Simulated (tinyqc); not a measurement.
Worked calculation (part 2 of 2): ROHF in the sto-3g basis, for BeH, spin multiplicity 2. Computed by tinyqc, a small Python program that keeps every step (integrals from PySCF). Command: `OMP_NUM_THREADS=1 python tinyqc.py 31230 31231 out.jsonl` (the two numbers bound the seeds that draw the settings). One thread of a shared host (Intel(R) Xeon(R) Processor @ 2.60GHz), about 0.06 s of CPU time with the checks.

Geometry (angstrom):
```
atom       x       y       z
Be    0.0000  0.0000  0.0000
H     0.0000  0.0000  1.2880
```

## Iteration 10 (converged): orbitals

converged F (hartree):
```
          1Be 1s   1Be 2s  1Be 2px  1Be 2py  1Be 2pz    2H 1s
1Be 1s   -4.4981  -1.2817   0.0000   0.0000  -0.0025  -0.3963
1Be 2s   -1.2817  -0.5474   0.0000   0.0000  -0.1103  -0.4317
1Be 2px   0.0000   0.0000   0.2226   0.0000   0.0000   0.0000
1Be 2py   0.0000   0.0000   0.0000   0.2226   0.0000   0.0000
1Be 2pz  -0.0025  -0.1103   0.0000   0.0000  -0.0932  -0.3369
2H 1s    -0.3963  -0.4317   0.0000   0.0000  -0.3369  -0.3247
```

X:
```
          1Be 1s   1Be 2s  1Be 2px  1Be 2py  1Be 2pz    2H 1s
1Be 1s    1.0275  -0.1457   0.0000   0.0000  -0.0111   0.0191
1Be 2s   -0.1457   1.1786   0.0000   0.0000   0.1678  -0.3850
1Be 2px   0.0000   0.0000   1.0000   0.0000   0.0000   0.0000
1Be 2py   0.0000   0.0000   0.0000   1.0000   0.0000   0.0000
1Be 2pz  -0.0111   0.1678   0.0000   0.0000   1.1851  -0.4261
2H 1s     0.0191  -0.3850   0.0000   0.0000  -0.4261   1.3330
```

Diagonalise F' = X^T F X, C = X C', fill 3 alpha and 2 beta electrons from the bottom; D(s) = C_occ C_occ^T. Each column has its largest component positive (the first on a tie).

F' = X^T F X (hartree):
```
         1        2       3       4        5        6
1  -4.3906  -0.6844  0.0000  0.0000  -0.0019  -0.0716
2  -0.6844  -0.1191  0.0000  0.0000   0.1002  -0.3972
3   0.0000   0.0000  0.2226  0.0000   0.0000   0.0000
4   0.0000   0.0000  0.0000  0.2226   0.0000   0.0000
5  -0.0019   0.1002  0.0000  0.0000   0.1533  -0.4352
6  -0.0716  -0.3972  0.0000  0.0000  -0.4352   0.1117
```

orbital energies (hartree): MO1 -4.5014, MO2 -0.4376, MO3 -0.0364, MO4 0.2226, MO5 0.2226, MO6 0.7306

coefficients C:
```
             MO1      MO2      MO3      MO4     MO5      MO6
1Be 1s    0.9921  -0.1766  -0.2119   0.0000  0.0000   0.1310
1Be 2s    0.0299   0.4385   0.7947   0.0000  0.0000  -0.8730
1Be 2px   0.0000   0.0000   0.0000   0.7329  0.6804   0.0000
1Be 2py   0.0000   0.0000   0.0000  -0.6804  0.7329   0.0000
1Be 2pz   0.0027   0.3038  -0.6273   0.0000  0.0000  -1.0624
2H 1s    -0.0030   0.5634  -0.1623   0.0000  0.0000   1.3279
```

D(alpha) after iteration 10:
```
          1Be 1s   1Be 2s  1Be 2px  1Be 2py  1Be 2pz    2H 1s
1Be 1s    1.0604  -0.2162   0.0000   0.0000   0.0820  -0.0680
1Be 2s   -0.2162   0.8247   0.0000   0.0000  -0.3652   0.1180
1Be 2px   0.0000   0.0000   0.0000   0.0000   0.0000   0.0000
1Be 2py   0.0000   0.0000   0.0000   0.0000   0.0000   0.0000
1Be 2pz   0.0820  -0.3652   0.0000   0.0000   0.4857   0.2730
2H 1s    -0.0680   0.1180   0.0000   0.0000   0.2730   0.3437
```

D(beta) after iteration 10:
```
          1Be 1s   1Be 2s  1Be 2px  1Be 2py  1Be 2pz    2H 1s
1Be 1s    1.0155  -0.0478   0.0000   0.0000  -0.0510  -0.1024
1Be 2s   -0.0478   0.1932   0.0000   0.0000   0.1333   0.2470
1Be 2px   0.0000   0.0000   0.0000   0.0000   0.0000   0.0000
1Be 2py   0.0000   0.0000   0.0000   0.0000   0.0000   0.0000
1Be 2pz  -0.0510   0.1333   0.0000   0.0000   0.0923   0.1711
2H 1s    -0.1024   0.2470   0.0000   0.0000   0.1711   0.3174
```

Within a degenerate level the vectors are fixed only up to a rotation; this is one choice.

## Convergence

Stop when the energy changes by less than 1e-09 hartree and every element of the error matrix X^T (F D S - S D F) X is below 9e-06.

Course of the cycle:
```
iteration  E (hartree)     change  largest element of the error matrix
1            -3.542005          -                             9.25e-02
2           -14.514404  -1.10e+01                             2.65e-01
3           -14.518348  -3.94e-03                             2.62e-01
4           -13.965619   5.53e-01                             3.06e-01
5           -14.869694  -9.04e-01                             2.66e-01
6           -14.928492  -5.88e-02                             8.12e-02
7           -14.934964  -6.47e-03                             7.95e-03
8           -14.935035  -7.13e-05                             3.50e-04
9           -14.935036  -4.79e-07                             2.56e-05
10          -14.935036  -6.08e-10                             2.09e-06
```

PySCF ROHF in the same basis = -14.935036 hartree

Converged in 10 iterations.

## Populations, bond orders and dipole

overlap S:
```
         1Be 1s  1Be 2s  1Be 2px  1Be 2py  1Be 2pz   2H 1s
1Be 1s   1.0000  0.2595   0.0000   0.0000   0.0000  0.0779
1Be 2s   0.2595  1.0000   0.0000   0.0000   0.0000  0.4811
1Be 2px  0.0000  0.0000   1.0000   0.0000   0.0000  0.0000
1Be 2py  0.0000  0.0000   0.0000   1.0000   0.0000  0.0000
1Be 2pz  0.0000  0.0000   0.0000   0.0000   1.0000  0.5400
2H 1s    0.0779  0.4811   0.0000   0.0000   0.5400  1.0000
```

Mulliken: Z minus the diagonal of D S on the atom; Loewdin: the same with S^(1/2) D S^(1/2); Mayer order: 2 sum_s sum (D(s) S)_ij (D(s) S)_ji over the two atoms.

Charges (e):
```
atom  Mulliken  Loewdin  Mulliken spin
1Be     0.0632   0.0486         0.9781
2H     -0.0632  -0.0486         0.0219
```

Mayer bond orders:
```
pair   order
2-1   0.9955
```

dipole moment about the origin, x y z (debye): 0.0000  0.0000  -0.5964
